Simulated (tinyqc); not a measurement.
Worked calculation: tight binding, kagome lattice. Computed by tinyqc, a small Python program that keeps every step. Settings: t1 = 1.08, t2 = 1.08, delta = 0, bands filled = 1. Command: `OMP_NUM_THREADS=1 python tinyqc.py 25057 25058 out.jsonl` (the two numbers bound the seeds that draw the settings). One thread of a shared host (Intel(R) Xeon(R) Processor @ 2.60GHz), about 0.01 s of CPU time with the checks.

## Bloch Hamiltonian at k

Parameters chosen for this model:
```
parameter     value                unit
t1         1.080000    eV, up triangles
t2         1.080000  eV, down triangles
delta             0        eV on site C
```

k point k (fractions of the reciprocal vectors): -0.2800  0.2600

H_AB = -t1 - t2 exp(-i k.a1), H_AC = -t1 - t2 exp(-i k.a2), H_BC = -t1 - t2 exp(i k.(a1 - a2)), H_CC = delta.

H(k) at k (eV):
```
                 A                B                C
A           0.0000  -0.8776-1.0609i  -1.0122+1.0779i
B  -0.8776+1.0609i           0.0000  -0.0339-0.2686i
C  -1.0122-1.0779i  -0.0339+0.2686i           0.0000
```

## Levels at k

Diagonalise the Hermitian matrix.

eigenvalues (eV): -1.8900  -0.2700  2.1600

weights |c|^2 of the basis functions:
```
   band 1  band 2  band 3
A  0.5333  0.0001  0.4666
B  0.2112  0.5369  0.2519
C  0.2555  0.4630  0.2815
```

## Bloch Hamiltonian at K

k point K (fractions of the reciprocal vectors): 0.3333  0.6667

As before.

H(k) at K (eV):
```
                 A                B                C
A           0.0000  -0.5400+0.9353i  -0.5400-0.9353i
B  -0.5400-0.9353i           0.0000  -0.5400+0.9353i
C  -0.5400+0.9353i  -0.5400-0.9353i           0.0000
```

## Levels at K

As before.

eigenvalues (eV): -1.0800  -1.0800  2.1600

## Bands along a path

The same steps at evenly spaced points between the labelled ones.

Bands along the path (eV):
```
k           band 1   band 2  band 3
G          -4.3200   2.1600  2.1600
G-K 0.25   -4.0306   1.8706  2.1600
G-K 0.50   -3.2400   1.0800  2.1600
G-K 0.75   -2.1600        0  2.1600
K          -1.0800  -1.0800  2.1600
K-M 0.25   -1.5274  -0.6326  2.1600
K-M 0.50   -1.8706  -0.2894  2.1600
K-M 0.75   -2.0864  -0.0736  2.1600
M          -2.1600        0  2.1600
M-K' 0.25  -2.0864  -0.0736  2.1600
M-K' 0.50  -1.8706  -0.2894  2.1600
M-K' 0.75  -1.5274  -0.6326  2.1600
K'         -1.0800  -1.0800  2.1600
```

With 1 band(s) filled, the highest filled level on these points lies at K and the lowest empty one at K: the bands touch or overlap, so there is no gap.
